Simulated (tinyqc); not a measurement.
# Input admittance of a MOSFET at zero drain bias: distributed channel and distributed gate: effects of single changes

Source and drain grounded, strong inversion, w = 2 pi f, Cox = eps0 eox/tox. The channel is an RC line of resistance 1/(mu Cox Vo) per square fed from both ends, so one finger has the intrinsic admittance y = i w Cox L tanh(g)/g per width, g = (1/2) sqrt(i w tau), tau = L^2/(mu Vo). The vertical resistance rv/L is in series with y, the overlaps 2 i w Cov in parallel: y_t = 1/(1/y + rv/L) + 2 i w Cov. The gate strip is a line of Rsh/L per length loaded by y_t, so a finger has Y = y_t Wf tanh(k)/k, k = (Wf/sd) sqrt(y_t Rsh/L); the device has Nf Y.

Inputs (values chosen for the exercise); values of the order met in silicon radio-frequency transistors:
- eox = 7.43 (relative permittivity of the gate insulator (close to silicon nitride))
- tox = 3.4 nm (insulator thickness)
- L = 1.1 um (channel length)
- Wf = 0.58 um (finger width)
- Nf = 8 (number of fingers)
- mu = 280 cm^2/(V s) (channel mobility)
- Vo = 0.41 V (gate overdrive)
- Rsh = 36 ohm/square (sheet resistance of the gate)
- rv = 0 ohm um^2 (vertical resistivity of the gate stack)
- sd = 2 (number of ends at which a finger is contacted)
- Cov = 0.23 fF/um (overlap and fringe capacitance on each side)
- f = 1.7 GHz (frequency)

Constants: eps0 = 8.8541878128e-14 F/cm where lengths are in cm. Results are converted to the units shown.

Each table varies one quantity; the others keep the values above.

## Input impedance against frequency

Low-frequency limits, with c = Cox L and ct = c + 2 Cov: R_strip = Rsh Wf/(3 sd^2 L Nf), R_ch = (c/ct)^2 L/(12 mu Cox Vo Wf Nf), R_vert = (c/ct)^2 rv/(L Wf Nf), C = ct Wf Nf. Z = 1/(Nf Y) = R + 1/(i w C), Q = |Im Z|/R, far-point signal |1/cosh k|.

The same in every row: low-frequency R (ohm) = 85.41.

Results:
```
f (GHz)    w tau       |k|  R (ohm)  C (fF)      Q  signal at the far point
0.02     0.01325  0.002742    85.41   100.9  923.4                    1.000
0.05     0.03311  0.004336    85.41   100.9  369.4                    1.000
0.1      0.06623  0.006132    85.41   100.9  184.7                    1.000
0.9       0.5960   0.01838    85.40   100.8  20.54                    1.000
3          1.987   0.03328    85.26   100.3  6.204                   0.9999
7          4.636   0.04897    84.59   97.78  2.749                   0.9996
20         13.25   0.06872    79.29   81.57  1.230                   0.9985
50         33.11   0.08251    60.87   50.91  1.027                   0.9976
```

Estimate the missing row, f = 0.3 GHz.

Computed row:
```
f (GHz)   w tau      |k|  R (ohm)  C (fF)      Q  signal at the far point
0.3      0.1987  0.01062    85.41   100.9  61.57                    1.000
```

With this row back in the table: R falls from 85.4 to 60.9 ohm and C falls from 101 to 50.9 fF. Q goes as f^(-1.00) between the first two rows and f^(-0.20) between the last two, where w tau = 33.1 and |k| = 0.0825. The low-frequency limits hold both R and C within 5 % up to f = 7 GHz among the rows.

## Dividing a fixed width into fingers

Total width Wf Nf = 4.6 um; each finger also has a contact resistance Rc at each contacted end, which adds Rc/(sd Nf). The resistances are low-frequency limits, good while |k| is below about 1; the far-point signal is |1/cosh k| at f, without Rc.

The same in every row: R_ch + R_vert (ohm) = 85.96.

Results:
```
Nf   Wf (um)  R_strip (ohm)  Rc/(sd Nf) for Rc = 30 ohm (ohm)  sum (ohm)  signal at the far point
1      4.600          12.55                             15.00      113.5                   0.9980
4      1.150         0.7841                             3.750      90.49                   0.9999
8     0.5750         0.1960                             1.875      88.03                    1.000
16    0.2875        0.04901                            0.9375      86.94                    1.000
32    0.1437        0.01225                            0.4688      86.44                    1.000
64   0.07187       0.003063                            0.2344      86.19                    1.000
128  0.03594       7.657e-4                            0.1172      86.07                    1.000
```

Estimate the missing row, Nf = 2.

Computed row:
```
Nf  Wf (um)  R_strip (ohm)  Rc/(sd Nf) for Rc = 30 ohm (ohm)  sum (ohm)  signal at the far point
2     2.300          3.136                             7.500      96.59                   0.9995
```

With this row back in the table: R_strip falls as 1/Nf^2, from 12.5 to 7.66e-4 ohm, the contact term as 1/Nf, and R_ch + R_vert stays at 86.0 ohm since the total width is fixed. The sum is within a factor 1.5 of that floor from Nf = 1 on. More fingers add wiring capacitance, which is left out.

Numbers from tinyqc (`OMP_NUM_THREADS=1 python tinyqc.py 2262213 2262214 out.jsonl`; about 0.01 s on one thread of a shared Intel Xeon 2.30GHz).
